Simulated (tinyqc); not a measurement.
From results back to parameters: Koster-Slater impurity in an sp3s* host.

Problem. In the Koster-Slater model a defect shifts the s level of its site by Vs and the p levels by Vp; an A1 level solves 1/Vs = G_s(E) and a T2 level 1/Vp = G_p(E), E from the top of the valence band. A defect has an A1 level at E = 0.5611 eV, one of the energies of the table, and a T2 level at 0.9352 eV.

G(E) of the host (1/eV):
```
E (eV)         G_s         G_p
0.0000  -0.0980629  -0.0070169
0.1870  -0.1168824  -0.0376833
0.3741  -0.1385390  -0.0612427
0.5611  -0.1642230  -0.0835208
0.7482  -0.1957031  -0.1066711
0.9352  -0.2358523  -0.1325990
1.1223  -0.2898261  -0.1639710
1.3093  -0.3683308  -0.2057524
1.4964  -0.5011366  -0.2703037
```

Find: Vs, Vp.

Solution. Read G_s and G_p at the two energies and invert them. Vs is attractive and pulls its level down from the conduction bands. Vp is attractive and pulls its level down from the conduction bands.

Vs, Vp (eV): -6.1  -7.5

Computed by tinyqc, a small Python program: `OMP_NUM_THREADS=1 python tinyqc.py 1452546 1452547 out.jsonl` (the numbers bound the seed that draws the inputs); one thread of a shared host (Intel(R) Xeon(R) Processor @ 2.30GHz), about 0.1 s for the whole set of steps.
